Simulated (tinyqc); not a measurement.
From results back to parameters: Boltzmann transport in a parabolic band with a power-law relaxation time. Four cases, with inputs chosen for the exercise.

Problem. The Seebeck coefficient and the Hall density nH = n/rH are given; md is hidden (a Pisarenko analysis).

F_j(eta) = (1/Gamma(j + 1)) integral_0^infinity x^j dx/(1 + exp(x - eta)), which tends to exp(eta) for eta << 0.

n = N F_1/2(eta) with N = 2 (m kB T/(4 pi c))^(3/2) with c = hbar^2/2m0, in 1/angstrom^3; times 1e24 for 1/cm^3, m = md.

tau = tau0 x^r with x = E/kT. With K_j = Gamma(j + 1) F_j(eta): <tau> = tau0 (r + 3/2) K_(r+1/2)/((3/2) K_(1/2)); mu = <tau>/(mc m0/e), m0/e = 5.685630e-12 kg/C; Hall factor rH = (3/2) K_(1/2) (2r + 3/2) K_(2r+1/2)/((r + 3/2) K_(r+1/2))^2; Seebeck S = -(kB/e) [(r + 5/2) K_(r+3/2)/((r + 3/2) K_(r+1/2)) - eta]; Lorenz number L = (kB/e)^2 [(r + 7/2) K_(r+5/2)/((r + 3/2) K_(r+1/2)) - ((r + 5/2) K_(r+3/2)/((r + 3/2) K_(r+1/2)))^2]; kB/e in V/K. Valley anisotropy is left out of rH.

Constants: hbar^2/2m0 = 3.80998211 eV angstrom^2; kB = 8.617333262e-05 eV/K.

Case 1.

Values chosen (out of a larger set: masses near those of InP; tau0 is set for a mobility of the usual size at this n, kL is a free input; freeze-out and phonon drag, which matter near 77 K, are left out; not measured data): r = 0.5 (exponent of tau); T = 400 K.

S = -181.150 microvolt/K
nH = 2.2783e+18 1/cm^3

Case 2.

Values chosen (out of a larger set: masses near those of InP; tau0 is set for a mobility of the usual size at this n, kL is a free input; freeze-out and phonon drag, which matter near 77 K, are left out; not measured data): r = 1.5 (exponent of tau); T = 300 K.

S = -706.030 microvolt/K
nH = 4.3557e+15 1/cm^3

Case 3.

Values chosen (out of a larger set: masses near those of InAs; tau0 is set for a mobility of the usual size at this n, kL is a free input; freeze-out and phonon drag, which matter near 77 K, are left out; not measured data): r = -0.5 (exponent of tau); T = 400 K.

S = -647.920 microvolt/K
nH = 5.5187e+14 1/cm^3

Case 4.

Values chosen (out of a larger set: masses near those of SiC; tau0 is set for a mobility of the usual size at this n, kL is a free input; freeze-out and phonon drag, which matter near 77 K, are left out; not measured data): r = 0 (exponent of tau); T = 200 K.

S = -198.777 microvolt/K
nH = 1.4000e+19 1/cm^3

Find: eta; rH; n; md.

Solution. S depends on eta alone and |S| falls steadily with it; eta gives rH and so n, and N = n/F_1/2(eta) gives md from N proportional to md^(3/2).

Case 1.

eta = 1.91
rH = 1.053
n = 2.4e+18 1/cm^3
md = 0.081 m0

Case 2.

eta = -4.19
rH = 1.929
n = 8.4e+15 1/cm^3
md = 0.079 m0

Case 3.

eta = -5.52
rH = 1.178
n = 6.5e+14 1/cm^3
md = 0.026 m0

Case 4.

eta = 0.78
rH = 1.000
n = 1.4e+19 1/cm^3
md = 0.828 m0

Computed by tinyqc, one run a case: `OMP_NUM_THREADS=1 python tinyqc.py N N+1 out.jsonl` with N = 1682674, 1682716, 1682748, 1682785; one thread of a shared Intel(R) Xeon(R) Processor @ 2.30GHz, about 0.01 s a run at most.
